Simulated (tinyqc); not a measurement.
Temperature and isotope dependence of a band gap in oscillator models: sweeps and comparisons. A value that a table varies takes the place of the one given here.

E(T) = E0 - sum_i sl_i th_i n_i(T), n = 1/(exp(th/T) - 1). The same coupling lowers the gap at 0 K by the zero-point term ZP = sum_i sl_i th_i/2, so the gap of the static lattice is E0 + ZP. Thermal expansion is taken as part of the slopes.

Two-parameter forms are made to pass through the falls at the two temperatures T12: Varshni aV T^2/(T + bV), from the line T^2/fall = (T + bV)/aV; one oscillator s1 t1/(exp(t1/T) - 1), with t1 from the ratio of the falls.

Constants: kB = 8.617333262e-05 eV/K; hbar^2/2m0 = 3.80998211 eV angstrom^2.

Inputs chosen for the exercise (near those of InP; shifted at random, so the results belong to these values and not to a real crystal):
```
symbol  value             unit   meaning
E0      1.413             eV     gap at 0 K
th      (90, 381)         K      temperatures of two oscillators
sl      (0.1025, 0.3075)  meV/K  their high-temperature slopes
T12     (180, 380)        K      temperatures of the fits
mm      0.22              m0     geometric mean of the density-of-states masses
T       400               K      temperature
```

## How far the fits carry

Falls of the gap from E0, and errors of the two fits against the model.

Results:
```
T (K)  fall (meV)  Varshni - model (meV)  one oscillator - model (meV)  fall/ZP
20           0.10                   0.40                         -0.10    0.002
50           1.88                   1.06                         -1.43    0.030
100          8.97                   1.72                         -1.47    0.142
200         36.72                  -0.50                          0.20    0.581
300         72.12                  -1.48                          0.41    1.141
400        110.14                   0.67                         -0.15    1.743
600        189.08                  12.82                         -2.21    2.992
800        269.53                  32.04                         -4.79    4.265
```

How do the results move?

Below the first fit point the largest errors are +1.72 meV (Varshni, 100 K, on a fall of 8.97 meV) and -1.47 meV (one oscillator, 100 K); a T^2 law cannot freeze out; a single oscillator misses the soft modes. At 800 K, beyond the second fit point, they are +32.0 and -4.8 meV, so the oscillator extrapolates better here. The thermal fall equals ZP between 200 and 300 K.

## What the shift does to the intrinsic density

ni = 2 (mm kT/(4 pi c))^(3/2) exp(-E/2kT), c = hbar^2/2m0, with E(T) and with E0; 1 angstrom^-3 = 1e24 cm^-3. Apparent gap from an Arrhenius plot of ni/T^(3/2): E(T) - T dE/dT, dE/dT = -sum sl_i (th_i/T)^2 n_i (1 + n_i).

Results:
```
T (K)  E(T) (eV)  ni (cm^-3)  ni with E(T) / ni with E0  apparent gap (eV)
200       1.3763        6.44                      2.901             1.4423
250       1.3591    3.94e+04                      3.495             1.4480
300       1.3409    1.41e+07                      4.034             1.4522
350       1.3221    9.89e+08                      4.515             1.4553
400       1.3029    2.47e+10                      4.942             1.4578
500       1.2637    2.38e+12                      5.656             1.4613
700       1.1838    5.05e+14                      6.684             1.4655
```

What can be read from the table?

Using E0 in place of E(T) understates ni by a factor that rises from 2.90 to 6.68, towards exp(sum sl/2kB) = 10.8. The slope of an Arrhenius plot returns neither E(T) nor E0 but the intercept of the tangent, 1.4522 eV at 300 K, which lies 39 meV above E0 and tends to the static gap 1.4762 eV.

## What each parameter does

Gap at T, slope -sum sl_i (th_i/T)^2 n_i (1 + n_i) and ZP. Each row changes one parameter from the base and keeps the others.

Results:
```
case                         E(T) (eV)  dE/dT (meV/K)  ZP (meV)
base                            1.3029        -0.3873     63.19
T = 440 K                       1.2873        -0.3911     63.19
E0 = 1.423 eV                   1.3129        -0.3873     63.19
th = (90, 457) K                1.3106        -0.3782     74.88
sl = (0.1332, 0.3075) meV/K     1.2919        -0.4179     64.57
```

What can be read from the table?

The largest shifts from the base row, up to three for each result and ties (the steps differ in size, so this ranks the rows, not the parameters). E(T) (eV): T -0.0156, sl -0.0110, E0 +0.0100. dE/dT (meV/K): sl -0.0306, th +0.0091, T -0.0038; unchanged at the printed digits by E0. ZP (meV): th +11.69, sl +1.38; unchanged at the printed digits by T and E0.

Program tinyqc; command `OMP_NUM_THREADS=1 python tinyqc.py 1880059 1880060 out.jsonl`; about 0.01 s on one thread of a shared Intel(R) Xeon(R) Processor @ 2.30GHz.
